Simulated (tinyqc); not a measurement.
# Metal gate on a two-layer dielectric stack with fixed charge and a dipole: threshold against doping

Gate, layer 2, layer 1, p-type semiconductor; x runs from the gate inwards. Charges are counted in units of +q. psi is the band bending at the surface, positive towards inversion. Classical charge, Boltzmann statistics, no interface traps.

EOT = 3.9 (t1/e1 + t2/e2), Cox = eps0/(t1/e1 + t2/e2); phi_ms = pM - (chi + Eg - Vt ln(Nv/Na)). Vfb = phi_ms + Vd - (q/eps0) [Q1 (t1/e1 + t2/e2) + Q2 t2/e2 + r1 (t1^2/(2 e1) + t1 t2/e2) + r2 t2^2/(2 e2)]: each charge counts with its electrical distance from the gate. ni = sqrt(Nc Nv) exp(-Eg/(2 Vt)), Eg in volts, pB = Vt ln(Na/ni), Vth = Vfb + 2 pB + sqrt(4 q eps0 eps_r Na pB)/Cox.

Parameters, values chosen for the exercise; band and dielectric values close to those of silicon, layer 1 close to aluminium oxide, layer 2 close to hafnium oxide:
- T = 350 K (temperature)
- Eg = 1.12 eV (band gap)
- eps_r = 11.6 (relative permittivity)
- Nc = 3.55e19 cm^-3 (conduction-band density of states at T)
- Nv = 3.35e19 cm^-3 (valence-band density of states at T)
- chi = 4.04 eV (electron affinity)
- pM = 4.81 eV (work function of the gate metal)
- t1 = 0.7 nm (thickness of layer 1, next to the semiconductor)
- e1 = 8.81 (relative permittivity of layer 1)
- t2 = 2.5 nm (thickness of layer 2, next to the gate)
- e2 = 21.7 (relative permittivity of layer 2)
- Q1 = 1.1e11 cm^-2 (fixed charge at the semiconductor interface)
- Q2 = 5e12 cm^-2 (fixed charge between the layers)
- r1 = 2.2e18 cm^-3 (uniform charge density in layer 1)
- r2 = 9.4e18 cm^-3 (uniform charge density in layer 2)
- Vd = 0.13 V (flat-band shift by a dipole layer between the layers)

Constants: q = 1.602176634e-19 C, kB = 1.380649e-23 J/K, Vt = kB T/q, eps0 = 8.8541878128e-14 F/cm where lengths are in cm. Results are converted to the units shown.

Result of one run:
```
phi_ms (V)  2 pB (V)  Qd/Cox (V)  Vth (V)
-0.04366      0.5056    0.003233   0.4582
```

Which acceptor density Na gave this result: 1.3e15, 3.3e16, 9.8e16, 2.9e17 or 8.6e17 cm^-3?

Na = 1.3e15 cm^-3.

The whole series:
```
Na (cm^-3)  phi_ms (V)  2 pB (V)  Qd/Cox (V)  Vth (V)
1.3e15        -0.04366    0.5056    0.003233   0.4582
3.8e15        -0.07601    0.5703    0.005871   0.4932
1.1e16         -0.1081    0.6344     0.01054   0.5299
3.3e16         -0.1412    0.7007     0.01918   0.5717
9.8e16         -0.1740    0.7663     0.03456   0.6199
2.9e17         -0.2068    0.8318     0.06194   0.6800
8.6e17         -0.2395    0.8973      0.1108   0.7617
2.6e18         -0.2729    0.9641      0.1997   0.8839
```

Vth rises from 0.458 to 0.884 V. Of the change, phi_ms + 2 pB gives 229 mV (Vt ln 10 a decade) and the depletion charge 196 mV, growing as Na^(0.54).

Program tinyqc, `OMP_NUM_THREADS=1 python tinyqc.py 2010034 2010035 out.jsonl`; Intel Xeon 2.30GHz, shared host, one thread, about 0.01 s.
